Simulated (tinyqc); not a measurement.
Strain-driven roughening and islands of a mismatched epitaxial film: one step, computed by the program tinyqc.

Film and substrate share isotropic elastic constants; the film is coherent and biaxially strained.

Problem. Which shape at the volume V. Shallow faceted island (Tersoff form): E = 4 Gam V^(2/3) tan^(1/3)(theta) - 6 c V tan(theta), Gam = gamma [x/sin(theta) - 1/tan(theta)], x the facet energy over gamma, c = stress^2 (1 - nu)/(2 pi G). The two energies cross at V_x^(1/3) = 4 [Gam_2 t2^(1/3) - Gam_1 t1^(1/3)]/(6 c (t2 - t1)), t = tan(theta); mu = dE/dV.

Inputs (values chosen for the exercise, modelled on Si(0.5)Ge(0.5) on Si): shear modulus G = 57.9 GPa; Poisson ratio nu = 0.23; surface energy gamma = 1.1 J/m^2; contact angle of the shallow shape theta_1 = 13.4 degrees; contact angle of the steep shape theta_2 = 30.9 degrees; facet energy of shape 1 over gamma = 0.9954; facet energy of shape 2 over gamma = 0.9813; island volume V = 130000 nm^3.

stress = 3.847568 GPa

Gam of shape 2 = 0.2639683 J/m^2

Gam of shape 1 = 0.1073862 J/m^2

c = 0.03133321 GPa

Constants: e = 1.602176634e-19 C.

Give: E of shape 1; E of shape 2; crossing volume V_x; jump of mu at V_x, shape 2 less shape 1.

Solution.

E of shape 1 = -32076 eV

E of shape 2 = -77042 eV

crossing volume V_x = 780.3 nm^3

jump of mu at V_x, shape 2 less shape 1 = -22.58 MJ/m^3

At V the steep shape is lower. At V_x the chemical potential drops, so islands that have turned steep grow at the cost of the shallow ones. Caution: the shallow-slope form overstates the relaxation of facets steeper than about 25 degrees.
